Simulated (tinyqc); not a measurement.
Vacuum evaporation: vapour pressure, source flux, thickness distribution, purity and step coverage: one step, computed by the program tinyqc. Command: `OMP_NUM_THREADS=1 python tinyqc.py 3114342 3114343 out.jsonl evap walk`. One thread of a shared host (Intel(R) Xeon(R) Processor @ 2.30GHz), about 0.01 s of CPU time with the checks.

Molecular flow, unit sticking of the metal, no re-evaporation. The background gas is taken as water vapour (18.015 g/mol, collision diameter 0.37 nm) at 300 K.

Problem. Rate and uniformity on a fixed wafer above the source. A small source emits (n + 1) Phi area cos^n(phi)/(2 pi) per solid angle; on a parallel plane at height h and lateral distance l the arrival rate is (n + 1) Phi area/(2 pi h^2) x (1 + (l/h)^2)^(-(n + 3)/2). Growth rate = arrival rate x m/rho, m = M u. The wafer is fixed and centred above the source.

Inputs (values chosen for the exercise, modelled on titanium, with constants for the liquid):
```
quantity                    value    unit
molar mass M                47.87   g/mol
film density rho             4.51  g/cm^3
source temperature T         2010       K
source area                  0.94    cm^2
directionality n                4       -
source-to-wafer distance h     16      cm
wafer radius R                7.5      cm
```

flux Phi = 9.677893e+17 1/(cm^2 s)

Constants: u = 1.6605390666e-27 kg.

Give: arrival rate at the centre; growth rate at the centre; edge over centre; non-uniformity (max - min)/(max + min); share of the material that lands on the wafer, 1 - (1 + (R/h)^2)^(-(n + 1)/2).

Solution.

arrival rate at the centre = 2.8279e+15 1/(cm^2 s)

growth rate at the centre = 0.49842 nm/s

edge over centre = 0.49898

non-uniformity (max - min)/(max + min) = 33.424 %

share of the material that lands on the wafer, 1 - (1 + (R/h)^2)^(-(n + 1)/2) = 39.138 %
